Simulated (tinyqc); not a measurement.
CIS and TDHF on RHF in the sto-3g basis, for BeH+, spin multiplicity 1, step by step. Computed by tinyqc, a small Python program that keeps every step (integrals from PySCF). Settings: charge = 1, multiplicity = 1, basis = sto-3g, method = RHF, energy threshold = 1e-10, iteration cap = 89, orthogonalisation = symmetric, start = core, DIIS depth = 6, TDHF = 1. Command: `OMP_NUM_THREADS=1 python tinyqc.py 25878 25879 out.jsonl` (the two numbers bound the seeds that draw the settings). One thread of a shared host (Intel(R) Xeon(R) Processor @ 2.60GHz), about 0.06 s of CPU time with the checks. The early iterations of the SCF are left out here.

## One-electron integrals

Geometry (angstrom):
```
atom       x       y       z
Be    0.0000  0.0000  0.0000
H     0.0000  0.0000  1.6000
```

Basis sto-3g: exponents (1/bohr^2) and contraction coefficients of normalised primitives:
```
element  l (shell)  exponent  coefficient
Be           s (1)   30.1679       0.1543
Be           s (1)    5.4951       0.5353
Be           s (1)    1.4872       0.4446
Be           s (2)    1.3148      -0.1000
Be           s (2)    0.3055       0.3995
Be           s (2)    0.0994       0.7001
Be           p (3)    1.3148       0.1559
Be           p (3)    0.3055       0.6077
Be           p (3)    0.0994       0.3920
H            s (1)    3.4253       0.1543
H            s (1)    0.6239       0.5353
H            s (1)    0.1689       0.4446
```

Overlap, kinetic and nuclear-attraction integrals over the contracted functions; the nuclear repulsion is the sum of Za Zb / Rab.

nuclear repulsion = 1.322943 hartree

overlap S, order 1Be 1s, 1Be 2s, 1Be 2px, 1Be 2py, 1Be 2pz, 2H 1s:
$$\begin{pmatrix}
1.0000 & 0.2595 & 0.0000 & 0.0000 & 0.0000 & 0.0393 \\
0.2595 & 1.0000 & 0.0000 & 0.0000 & 0.0000 & 0.3597 \\
0.0000 & 0.0000 & 1.0000 & 0.0000 & 0.0000 & 0.0000 \\
0.0000 & 0.0000 & 0.0000 & 1.0000 & 0.0000 & 0.0000 \\
0.0000 & 0.0000 & 0.0000 & 0.0000 & 1.0000 & 0.4439 \\
0.0393 & 0.3597 & 0.0000 & 0.0000 & 0.4439 & 1.0000
\end{pmatrix}$$

kinetic energy T (hartree), order 1Be 1s, 1Be 2s, 1Be 2px, 1Be 2py, 1Be 2pz, 2H 1s:
$$\begin{pmatrix}
6.6940 & -0.0330 & 0.0000 & 0.0000 & 0.0000 & -0.0110 \\
-0.0330 & 0.2111 & 0.0000 & 0.0000 & 0.0000 & 0.0353 \\
0.0000 & 0.0000 & 0.6606 & 0.0000 & 0.0000 & 0.0000 \\
0.0000 & 0.0000 & 0.0000 & 0.6606 & 0.0000 & 0.0000 \\
0.0000 & 0.0000 & 0.0000 & 0.0000 & 0.6606 & 0.1167 \\
-0.0110 & 0.0353 & 0.0000 & 0.0000 & 0.1167 & 0.7600
\end{pmatrix}$$

nuclear attraction V (hartree), order 1Be 1s, 1Be 2s, 1Be 2px, 1Be 2py, 1Be 2pz, 2H 1s:
$$\begin{pmatrix}
-14.8918 & -1.9851 & 0.0000 & 0.0000 & -0.0126 & -0.2999 \\
-1.9851 & -2.6338 & 0.0000 & 0.0000 & -0.1188 & -0.8951 \\
0.0000 & 0.0000 & -2.5859 & 0.0000 & 0.0000 & 0.0000 \\
0.0000 & 0.0000 & 0.0000 & -2.5859 & 0.0000 & 0.0000 \\
-0.0126 & -0.1188 & 0.0000 & 0.0000 & -2.6740 & -1.0832 \\
-0.2999 & -0.8951 & 0.0000 & 0.0000 & -1.0832 & -2.5461
\end{pmatrix}$$

core Hamiltonian H = T + V (hartree), order 1Be 1s, 1Be 2s, 1Be 2px, 1Be 2py, 1Be 2pz, 2H 1s:
$$\begin{pmatrix}
-8.1979 & -2.0181 & 0.0000 & 0.0000 & -0.0126 & -0.3109 \\
-2.0181 & -2.4227 & 0.0000 & 0.0000 & -0.1188 & -0.8599 \\
0.0000 & 0.0000 & -1.9253 & 0.0000 & 0.0000 & 0.0000 \\
0.0000 & 0.0000 & 0.0000 & -1.9253 & 0.0000 & 0.0000 \\
-0.0126 & -0.1188 & 0.0000 & 0.0000 & -2.0134 & -0.9664 \\
-0.3109 & -0.8599 & 0.0000 & 0.0000 & -0.9664 & -1.7861
\end{pmatrix}$$

## Two-electron integrals

Functions are numbered as in S; the eight-fold symmetry (ij|kl) = (ji|kl) = (kl|ij) leaves the list below.

Two-electron integrals (ij|kl) in chemists' order, unique and non-zero (hartree):
```
(11|11) 2.2988   (21|11) 0.3920   (21|21) 0.0795   (22|11) 0.5710
(22|21) 0.1430   (22|22) 0.4177   (31|31) 0.0146   (32|31) 0.0219
(32|32) 0.0923   (33|11) 0.5696   (33|21) 0.1431   (33|22) 0.4176
(33|33) 0.4499   (41|41) 0.0146   (42|41) 0.0219   (42|42) 0.0923
(43|43) 0.0242   (44|11) 0.5696   (44|21) 0.1431   (44|22) 0.4176
(44|33) 0.4014   (44|44) 0.4499   (51|51) 0.0146   (52|51) 0.0219
(52|52) 0.0923   (53|53) 0.0242   (54|54) 0.0242   (55|11) 0.5696
(55|21) 0.1431   (55|22) 0.4176   (55|33) 0.4014   (55|44) 0.4014
(55|55) 0.4499   (61|11) 0.0586   (61|21) 0.0119   (61|22) 0.0215
(61|33) 0.0214   (61|44) 0.0214   (61|51) 0.0010   (61|52) 0.0020
(61|55) 0.0218   (61|61) 0.0019   (62|11) 0.1598   (62|21) 0.0407
(62|22) 0.1320   (62|33) 0.1267   (62|44) 0.1267   (62|51) 0.0053
(62|52) 0.0341   (62|55) 0.1422   (62|61) 0.0067   (62|62) 0.0654
(63|31) 0.0035   (63|32) 0.0169   (63|53) 0.0057   (63|63) 0.0055
(64|41) 0.0035   (64|42) 0.0169   (64|54) 0.0057   (64|64) 0.0055
(65|11) 0.1784   (65|21) 0.0460   (65|22) 0.1559   (65|33) 0.1467
(65|44) 0.1467   (65|51) 0.0085   (65|52) 0.0527   (65|55) 0.1741
(65|61) 0.0079   (65|62) 0.0874   (65|65) 0.1197   (66|11) 0.3297
(66|21) 0.0854   (66|22) 0.3113   (66|33) 0.2893   (66|44) 0.2893
(66|51) 0.0122   (66|52) 0.1041   (66|55) 0.3551   (66|61) 0.0144
(66|62) 0.2013   (66|65) 0.2838   (66|66) 0.7746
```

## Orthogonalisation

S = U s U^T; symmetric (Loewdin) form X = U s^(-1/2) U^T, so that X^T S X = 1.

eigenvalues of S: [0.4132, 0.7956, 1.0000, 1.0000, 1.1815, 1.6097]

X, order 1Be 1s, 1Be 2s, 1Be 2px, 1Be 2py, 1Be 2pz, 2H 1s:
$$\begin{pmatrix}
1.0276 & -0.1435 & 0.0000 & 0.0000 & -0.0095 & 0.0228 \\
-0.1435 & 1.0949 & 0.0000 & 0.0000 & 0.0820 & -0.2357 \\
0.0000 & 0.0000 & 1.0000 & 0.0000 & 0.0000 & 0.0000 \\
0.0000 & 0.0000 & 0.0000 & 1.0000 & 0.0000 & 0.0000 \\
-0.0095 & 0.0820 & 0.0000 & 0.0000 & 1.0984 & -0.2840 \\
0.0228 & -0.2357 & 0.0000 & 0.0000 & -0.2840 & 1.1640
\end{pmatrix}$$

## Iteration 8 (converged): orbitals

converged F (hartree), order 1Be 1s, 1Be 2s, 1Be 2px, 1Be 2py, 1Be 2pz, 2H 1s:
$$\begin{pmatrix}
-5.0033 & -1.4059 & 0.0000 & 0.0000 & 0.0173 & -0.2162 \\
-1.4059 & -0.8577 & 0.0000 & 0.0000 & -0.1183 & -0.4521 \\
0.0000 & 0.0000 & -0.1330 & 0.0000 & 0.0000 & 0.0000 \\
0.0000 & 0.0000 & 0.0000 & -0.1330 & 0.0000 & 0.0000 \\
0.0173 & -0.1183 & 0.0000 & 0.0000 & -0.2750 & -0.3829 \\
-0.2162 & -0.4521 & 0.0000 & 0.0000 & -0.3829 & -0.4659
\end{pmatrix}$$

Diagonalise F' = X^T F X, C = X C', fill 2 alpha and 2 beta electrons from the bottom; D = 2 C_occ C_occ^T. Each column has its largest component positive (the first on a tie).

F' = X^T F X (hartree):
$$\begin{pmatrix}
-4.8947 & -0.7067 & 0.0000 & 0.0000 & 0.0158 & 0.0016 \\
-0.7067 & -0.5054 & 0.0000 & 0.0000 & -0.0063 & -0.2971 \\
0.0000 & 0.0000 & -0.1330 & 0.0000 & 0.0000 & 0.0000 \\
0.0000 & 0.0000 & 0.0000 & -0.1330 & 0.0000 & 0.0000 \\
0.0158 & -0.0063 & 0.0000 & 0.0000 & -0.1363 & -0.3044 \\
0.0016 & -0.2971 & 0.0000 & 0.0000 & -0.3044 & -0.2148
\end{pmatrix}$$

orbital energies (hartree): MO1 -5.0061, MO2 -0.6873, MO3 -0.2573, MO4 -0.1330, MO5 -0.1330, MO6 0.1995

coefficients C, order 1Be 1s, 1Be 2s, 1Be 2px, 1Be 2py, 1Be 2pz, 2H 1s:
$$\begin{pmatrix}
0.9930 & -0.1939 & -0.2006 & 0.0000 & 0.0000 & 0.1160 \\
0.0264 & 0.6092 & 0.7496 & 0.0000 & 0.0000 & -0.5899 \\
0.0000 & 0.0000 & 0.0000 & 0.8847 & 0.4661 & 0.0000 \\
0.0000 & 0.0000 & 0.0000 & -0.4661 & 0.8847 & 0.0000 \\
-0.0019 & 0.2763 & -0.6147 & 0.0000 & 0.0000 & -0.9164 \\
-0.0028 & 0.4952 & -0.3024 & 0.0000 & 0.0000 & 1.0747
\end{pmatrix}$$

D after iteration 8, order 1Be 1s, 1Be 2s, 1Be 2px, 1Be 2py, 1Be 2pz, 2H 1s:
$$\begin{pmatrix}
2.0471 & -0.1838 & 0.0000 & 0.0000 & -0.1109 & -0.1975 \\
-0.1838 & 0.7437 & 0.0000 & 0.0000 & 0.3366 & 0.6032 \\
0.0000 & 0.0000 & 0.0000 & 0.0000 & 0.0000 & 0.0000 \\
0.0000 & 0.0000 & 0.0000 & 0.0000 & 0.0000 & 0.0000 \\
-0.1109 & 0.3366 & 0.0000 & 0.0000 & 0.1527 & 0.2737 \\
-0.1975 & 0.6032 & 0.0000 & 0.0000 & 0.2737 & 0.4904
\end{pmatrix}$$

Within a degenerate level the vectors are fixed only up to a rotation; this is one choice.

## Convergence

Stop when the energy changes by less than 1e-10 hartree and every element of the error matrix X^T (F D S - S D F) X is below 3e-06.

Course of the cycle:
```
iteration  E (hartree)     change  largest element of the error matrix
1           -14.439656          -                             3.11e-01
2           -14.637251  -1.98e-01                             6.23e-02
3           -14.642631  -5.38e-03                             1.26e-02
4           -14.643264  -6.33e-04                             4.36e-03
5           -14.643337  -7.30e-05                             1.18e-04
6           -14.643337  -4.75e-08                             3.35e-05
7           -14.643337  -4.57e-09                             1.73e-07
8           -14.643337  -1.03e-13                             1.48e-08
```

PySCF RHF in the same basis = -14.643337 hartree

Converged in 8 iterations.

## Integrals over molecular orbitals

(pq|rs) = sum C_ip C_jq C_kr C_ls (ij|kl), one index at a time.

one-electron integrals over orbitals h = C^T H C (hartree):
$$\begin{pmatrix}
-8.1883 & 0.1668 & 0.1992 & 0.0000 & 0.0000 & -0.0722 \\
0.1668 & -2.0845 & -0.0300 & 0.0000 & 0.0000 & 0.2107 \\
0.1992 & -0.0300 & -1.9090 & 0.0000 & 0.0000 & -0.0663 \\
0.0000 & 0.0000 & 0.0000 & -1.9253 & 0.0000 & 0.0000 \\
0.0000 & 0.0000 & 0.0000 & 0.0000 & -1.9253 & 0.0000 \\
-0.0722 & 0.2107 & -0.0663 & 0.0000 & 0.0000 & -1.6403
\end{pmatrix}$$

Two-electron integrals over orbitals (pq|rs), unique and non-zero (hartree):
```
(11|11) 2.2756     (21|11) -0.1673    (21|21) 0.0208     (22|11) 0.4637
(22|21) 4.68e-04   (22|22) 0.4907     (31|11) -0.1733    (31|21) 0.0169
(31|22) -0.0158    (31|31) 0.0271     (32|11) 0.0573     (32|21) -0.0056
(32|22) -0.0677    (32|31) 0.0022     (32|32) 0.0474     (33|11) 0.5414
(33|21) -0.0120    (33|22) 0.3217     (33|31) 0.0034     (33|32) 0.0331
(33|33) 0.4490     (41|41) 0.0156     (42|41) 0.0137     (42|42) 0.0439
(43|41) 0.0139     (43|42) 0.0327     (43|43) 0.0504     (44|11) 0.5692
(44|21) -0.0060    (44|22) 0.3567     (44|31) -0.0061    (44|32) 0.0290
(44|33) 0.3923     (44|44) 0.4499     (51|51) 0.0156     (52|51) 0.0137
(52|52) 0.0439     (53|51) 0.0139     (53|52) 0.0327     (53|53) 0.0504
(54|54) 0.0242     (55|11) 0.5692     (55|21) -0.0060    (55|22) 0.3567
(55|31) -0.0061    (55|32) 0.0290     (55|33) 0.3923     (55|44) 0.4014
(55|55) 0.4499     (61|11) 0.0940     (61|21) -0.0152    (61|22) -0.0099
(61|31) -0.0033    (61|32) 0.0075     (61|33) 0.0163     (61|44) 0.0022
(61|55) 0.0022     (61|61) 0.0173     (62|11) -0.1317    (62|21) 0.0020
(62|22) 0.0376     (62|31) 0.0078     (62|32) -0.0509    (62|33) -0.0212
(62|44) -0.0644    (62|55) -0.0644    (62|61) 0.0033     (62|62) 0.1211
(63|11) 0.0624     (63|21) -0.0033    (63|22) -0.0563    (63|31) 0.0053
(63|32) 0.0421     (63|33) 0.0558     (63|44) 0.0266     (63|55) 0.0266
(63|61) 0.0071     (63|62) -0.0545    (63|63) 0.0587     (64|41) -0.0082
(64|42) -0.0279    (64|43) -0.0112    (64|64) 0.0242     (65|51) -0.0082
(65|52) -0.0279    (65|53) -0.0112    (65|65) 0.0242     (66|11) 0.4952
(66|21) -0.0012    (66|22) 0.4938     (66|31) -0.0143    (66|32) -0.0698
(66|33) 0.3491     (66|44) 0.3602     (66|55) 0.3602     (66|61) -0.0073
(66|62) 0.0677     (66|63) -0.0594    (66|66) 0.5335
```

## CIS matrix, singlets

A(ia,jb) = (e_a - e_i) d_ij d_ab + 2 (ia|jb) - (ij|ab).

CIS matrix A, singlet (hartree), order 1>3, 1>4, 1>5, 1>6, 2>3, 2>4, 2>5, 2>6:
$$\begin{pmatrix}
4.2616 & 0.0000 & 0.0000 & -0.0689 & 0.0164 & 0.0000 & 0.0000 & 0.0189 \\
0.0000 & 4.3351 & 0.0000 & 0.0000 & 0.0000 & 0.0334 & 0.0000 & 0.0000 \\
0.0000 & 0.0000 & 4.3351 & 0.0000 & 0.0000 & 0.0000 & 0.0334 & 0.0000 \\
-0.0689 & 0.0000 & 0.0000 & 4.7449 & 0.0183 & 0.0000 & 0.0000 & 0.0077 \\
0.0164 & 0.0000 & 0.0000 & 0.0183 & 0.2031 & 0.0000 & 0.0000 & -0.0455 \\
0.0000 & 0.0334 & 0.0000 & 0.0000 & 0.0000 & 0.2855 & 0.0000 & 0.0000 \\
0.0000 & 0.0000 & 0.0334 & 0.0000 & 0.0000 & 0.0000 & 0.2855 & 0.0000 \\
0.0189 & 0.0000 & 0.0000 & 0.0077 & -0.0455 & 0.0000 & 0.0000 & 0.6352
\end{pmatrix}$$

## CIS singlet states

dipole integrals <i|r|a> (bohr), order 1>3, 1>4, 1>5, 1>6, 2>3, 2>4, 2>5, 2>6:
$$\begin{pmatrix}
0.0000 & 0.0000 & -0.0983 \\
0.1300 & -0.0685 & 0.0000 \\
0.0685 & 0.1300 & 0.0000 \\
0.0000 & 0.0000 & -0.1081 \\
0.0000 & 0.0000 & -0.9505 \\
0.7784 & -0.4101 & 0.0000 \\
0.4101 & 0.7784 & 0.0000 \\
0.0000 & 0.0000 & 0.8161
\end{pmatrix}$$

Diagonalise A (1 hartree = 27.211386 eV); each vector has its largest component positive (the first on a tie). The transition dipole is mu = sqrt2 sum c_ia <i|r|a>.

singlet excitation energies (eV): [5.3918, 7.7610, 7.7610, 17.4102, 115.7083, 117.9719, 117.9719, 129.3794]

lowest vectors, order 1>3, 1>4, 1>5, 1>6, 2>3, 2>4, 2>5, 2>6:
$$\begin{pmatrix}
-0.0046 & 0.0000 & 0.0000 & -0.0047 & 0.9904 & 0.0000 \\
0.0000 & -0.0081 & 0.0017 & 0.0000 & 0.0000 & 0.9991 \\
0.0000 & -0.0017 & -0.0081 & 0.0000 & 0.0000 & 0.0412 \\
-0.0043 & 0.0000 & 0.0000 & -0.0015 & 0.1382 & 0.0000 \\
0.9946 & 0.0000 & 0.0000 & -0.1040 & 0.0046 & 0.0000 \\
0.0000 & 0.9775 & -0.2106 & 0.0000 & 0.0000 & 0.0082 \\
0.0000 & 0.2106 & 0.9775 & 0.0000 & 0.0000 & 0.0003 \\
0.1039 & 0.0000 & 0.0000 & 0.9946 & 0.0054 & 0.0000
\end{pmatrix}$$

oscillator strengths 2/3 w |mu|^2: [0.1952, 0.2935, 0.2935, 0.7082, 0.0714, 0.1374]

Within a degenerate level the vectors are fixed only up to a rotation; this is one choice.

## TDHF (RPA) singlet states

B(ia,jb) = 2 (ia|jb) - (ib|ja); the squared energies are the eigenvalues of (A - B)(A + B); 1 hartree = 27.211386 eV.

TDHF matrix B, singlet (hartree), order 1>3, 1>4, 1>5, 1>6, 2>3, 2>4, 2>5, 2>6:
$$\begin{pmatrix}
0.0271 & 0.0000 & 0.0000 & -0.0033 & 0.0022 & 0.0000 & 0.0000 & 0.0080 \\
0.0000 & 0.0156 & 0.0000 & 0.0000 & 0.0000 & 0.0137 & 0.0000 & 0.0000 \\
0.0000 & 0.0000 & 0.0156 & 0.0000 & 0.0000 & 0.0000 & 0.0137 & 0.0000 \\
-0.0033 & 0.0000 & 0.0000 & 0.0173 & 0.0072 & 0.0000 & 0.0000 & 0.0033 \\
0.0022 & 0.0000 & 0.0000 & 0.0072 & 0.0474 & 0.0000 & 0.0000 & -0.0509 \\
0.0000 & 0.0137 & 0.0000 & 0.0000 & 0.0000 & 0.0439 & 0.0000 & 0.0000 \\
0.0000 & 0.0000 & 0.0137 & 0.0000 & 0.0000 & 0.0000 & 0.0439 & 0.0000 \\
0.0080 & 0.0000 & 0.0000 & 0.0033 & -0.0509 & 0.0000 & 0.0000 & 0.1211
\end{pmatrix}$$

squared energies w^2 (hartree^2): [0.0369, 0.0794, 0.0794, 0.3896, 18.0804, 18.7950, 18.7950, 22.6058]

TDHF energies from the positive w^2 (eV): [5.2270, 7.6681, 7.6681, 16.9849, 115.7056, 117.9700, 117.9700, 129.3781]

## CIS matrix, triplets

A(ia,jb) = (e_a - e_i) d_ij d_ab - (ij|ab).

CIS matrix A, triplet (hartree), order 1>3, 1>4, 1>5, 1>6, 2>3, 2>4, 2>5, 2>6:
$$\begin{pmatrix}
4.2075 & 0.0000 & 0.0000 & -0.0624 & 0.0120 & 0.0000 & 0.0000 & 0.0033 \\
0.0000 & 4.3039 & 0.0000 & 0.0000 & 0.0000 & 0.0060 & 0.0000 & 0.0000 \\
0.0000 & 0.0000 & 4.3039 & 0.0000 & 0.0000 & 0.0000 & 0.0060 & 0.0000 \\
-0.0624 & 0.0000 & 0.0000 & 4.7104 & 0.0033 & 0.0000 & 0.0000 & 0.0012 \\
0.0120 & 0.0000 & 0.0000 & 0.0033 & 0.1082 & 0.0000 & 0.0000 & 0.0563 \\
0.0000 & 0.0060 & 0.0000 & 0.0000 & 0.0000 & 0.1976 & 0.0000 & 0.0000 \\
0.0000 & 0.0000 & 0.0060 & 0.0000 & 0.0000 & 0.0000 & 0.1976 & 0.0000 \\
0.0033 & 0.0000 & 0.0000 & 0.0012 & 0.0563 & 0.0000 & 0.0000 & 0.3929
\end{pmatrix}$$

## CIS triplet states

Diagonalise A (1 hartree = 27.211386 eV); each vector has its largest component positive (the first on a tie).

triplet excitation energies (eV): [2.6516, 5.3769, 5.3769, 10.9840, 114.2843, 117.1161, 117.1161, 128.3835]

lowest vectors, order 1>3, 1>4, 1>5, 1>6, 2>3, 2>4, 2>5, 2>6:
$$\begin{pmatrix}
-0.0027 & 0.0000 & 0.0000 & -0.0015 & 0.9926 & 0.0000 \\
0.0000 & -0.0014 & 0.0002 & 0.0000 & 0.0000 & 0.1035 \\
0.0000 & -0.0002 & -0.0014 & 0.0000 & 0.0000 & 0.9946 \\
-0.0007 & 0.0000 & 0.0000 & -0.0004 & 0.1213 & 0.0000 \\
0.9823 & 0.0000 & 0.0000 & 0.1873 & 0.0030 & 0.0000 \\
0.0000 & 0.9898 & -0.1424 & 0.0000 & 0.0000 & 0.0002 \\
0.0000 & 0.1424 & 0.9898 & 0.0000 & 0.0000 & 0.0015 \\
-0.1873 & 0.0000 & 0.0000 & 0.9823 & 0.0009 & 0.0000
\end{pmatrix}$$

Within a degenerate level the vectors are fixed only up to a rotation; this is one choice.

## TDHF (RPA) triplet states

B(ia,jb) = - (ib|ja); the squared energies are the eigenvalues of (A - B)(A + B); 1 hartree = 27.211386 eV.

TDHF matrix B, triplet (hartree), order 1>3, 1>4, 1>5, 1>6, 2>3, 2>4, 2>5, 2>6:
$$\begin{pmatrix}
-0.0271 & 0.0000 & 0.0000 & 0.0033 & -0.0022 & 0.0000 & 0.0000 & -0.0075 \\
0.0000 & -0.0156 & 0.0000 & 0.0000 & 0.0000 & -0.0137 & 0.0000 & 0.0000 \\
0.0000 & 0.0000 & -0.0156 & 0.0000 & 0.0000 & 0.0000 & -0.0137 & 0.0000 \\
0.0033 & 0.0000 & 0.0000 & -0.0173 & -0.0078 & 0.0000 & 0.0000 & -0.0033 \\
-0.0022 & 0.0000 & 0.0000 & -0.0078 & -0.0474 & 0.0000 & 0.0000 & 0.0509 \\
0.0000 & -0.0137 & 0.0000 & 0.0000 & 0.0000 & -0.0439 & 0.0000 & 0.0000 \\
0.0000 & 0.0000 & -0.0137 & 0.0000 & 0.0000 & 0.0000 & -0.0439 & 0.0000 \\
-0.0075 & 0.0000 & 0.0000 & -0.0033 & 0.0509 & 0.0000 & 0.0000 & -0.1211
\end{pmatrix}$$

squared energies w^2 (hartree^2): [0.0027, 0.0371, 0.0371, 0.1476, 17.6381, 18.5233, 18.5233, 22.2591]

TDHF energies from the positive w^2 (eV): [1.4170, 5.2414, 5.2414, 10.4541, 114.2816, 117.1142, 117.1142, 128.3822]
